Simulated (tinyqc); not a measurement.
Worked calculation: decay of LO phonons and the hot-phonon bottleneck in the cooling of electrons. Computed by tinyqc, a small Python program that keeps every step. Command: `OMP_NUM_THREADS=1 python tinyqc.py 3012547 3012548 out.jsonl hotphonon walk`. One thread of a shared host (Intel(R) Xeon(R) Processor @ 2.30GHz), about 0.01 s of CPU time with the checks. Intermediate numbers are printed to about 6 digits and carried at full precision; extremes and crossings named in words are read from the listed rows.

n(E, T) = 1/(exp(E/(k_B T)) - 1) is the Bose occupation. Electrons have a temperature T_e; the LO modes within their reach share one occupation N; the decay products stay at the lattice temperature.

Inputs (values chosen for the exercise, modelled on zinc oxide):
```
quantity                                             value    unit
LO energy hbar omega                                    72     meV
lifetime at T = 0, tau_0                               1.5      ps
share f of the energy in the softer product           0.24       -
lattice temperature T                                   77       K
electron mass m*                                     0.294     m_0
eps_inf                                               3.61       -
static dielectric constant eps_s                      8.36       -
electron density n                                 2.1e+17  1/cm^3
density of LO modes that the electrons reach, N_m  9.8e+19  1/cm^3
power supplied per electron P                          5.8      nW
step factor                                              1       -
```

Decay channel: two unequal phonons (Ridley).

Constants: k_B = 8.617333262e-05 eV/K; c = 299792458 m/s; e^2/(4 pi eps_0) = 14.39964548 eV angstrom; hbar^2/(2 m_0) = 3.80998212 eV angstrom^2; hbar = 6.582119569e-16 eV s; e = 1.602176634e-19 C; k_B = 1.380649e-23 J/K.

## Lifetime and Raman width

Decay rate 1/tau = (1/tau_0) [1 + n(f hbar omega) + n((1 - f) hbar omega)]. Full width Gamma = 1/(2 pi c tau) in 1/cm, c in cm/s.

thermal factor tau_0/tau = 1.08013

phonon lifetime tau = 1.38872 ps

Raman width Gamma = 3.82282 1/cm

equilibrium LO occupation N_0 = 1.93860e-05

Spontaneous decay rules: the products are hardly occupied.

## Spontaneous emission time

Froehlich coupling alpha = (e^2/(4 pi eps_0)) (1/eps_inf - 1/eps_s) k_0/(2 hbar omega), k_0 = sqrt(m* hbar omega/(hbar^2/(2 m_0))); emission time tau_sp = hbar/(2 alpha hbar omega); bottleneck ratio r = (n/N_m) tau/tau_sp.

alpha = 1.17313

emission time tau_sp = 3.89633 fs

bottleneck ratio r = 0.763754

r compares the rate at which electrons exchange quanta with a mode to its decay rate. The two are comparable, so part of the emitted quanta is reabsorbed. Caution: alpha is above 1/2, so hbar/tau_sp exceeds hbar omega and the emission time, a weak-coupling result, is only rough.

## Electron and phonon temperatures in closed form

Net emission per electron: [(N + 1) x - N]/tau_sp with x = exp(-hbar omega/(k_B T_e)), a simple two-level balance; steady state of the modes: n [(N + 1) x - N]/tau_sp = N_m (N - N_0)/tau; power per electron P = hbar omega [(N + 1) x - N]/tau_sp. With p = P tau_sp/(hbar omega): N = N_0 + r p and x = (p + N)/(N + 1); without hot phonons N = N_0. The mode temperature T_LO solves n(hbar omega, T_LO) = N.

reduced power p = 0.00195903

LO occupation N = 0.00151560

electron temperature T_e = 147.521 K

T_e without hot phonons = 134.211 K

mode temperature T_LO = 128.672 K

Hot phonons raise T_e by 13 K. T_LO lies between the lattice and the electrons.

## The same balance by iteration

Eliminating N gives P(T_e) = (hbar omega/tau_sp) [(N_0 + 1) x - N_0]/[1 + r (1 - x)]. Newton steps on ln P against ln T_e, times the step factor, each limited to 0.7 in ln T_e and to keeping a fifth of T_e - T; start at 1.5 T; stop when |ln(P/P(T_e))| < 1e-9 or after 40 steps.

Iterations:
```
step  T_e (K)  P(T_e) (nW)  ln(P/P(T_e))
0     115.500      1.17920   1.59302e+00
1     143.094      4.86144   1.76524e-01
2     147.451      5.78439   2.69584e-03
3     147.521      5.80000   6.51519e-07
4     147.521      5.80000   3.86358e-14
```

converged (1 yes, 0 no) = 1

T_e from the iteration = 147.521 K

Converged at step 4.

## Energy relaxation with and without hot phonons

P(T_e) = (hbar omega/tau_sp) [(N_0 + 1) x - N_0]/[1 + r (1 - x)], and r = 0 without hot phonons; energy relaxation time tau_E = (3/2) k_B (T_e - T)/P.

Cooling:
```
T_e (K)  P, cold phonons (nW)  P, hot phonons (nW)    ratio  tau_E (ps)            N
107                   1.14527             0.649449  1.76344    0.956646  1.86923e-04
157                   14.4023              8.18303  1.76002    0.202465   0.00213035
227                   74.5662              42.7435  1.74450   0.0726768    0.0110458
377                   322.712              192.034  1.68049   0.0323532    0.0495581
577                   695.792              439.193  1.58425   0.0235770     0.113317
877                   1141.87              777.219  1.46918   0.0213167     0.200517
1380                  1615.98              1199.80  1.34688   0.0224911     0.309529
2080                  1981.21              1581.60  1.25266   0.0262277     0.408021
```

Reabsorption cuts the loss by a factor 1.76 at the lowest T_e and 1.25 at the highest; the factor is 1 + r (1 - x) with r = 0.764. tau_E runs from 0.96 to 0.026 ps, with its shortest value, 0.021 ps, at T_e = 877 K, against tau_sp = 3.9 fs and a phonon lifetime of 1.4 ps. Pauli blocking is left out, as are upper valleys and non-parabolic bands, which can matter above about 1000 K.

Checks made by the program: iteration against the closed form (relative difference below 1e-10).
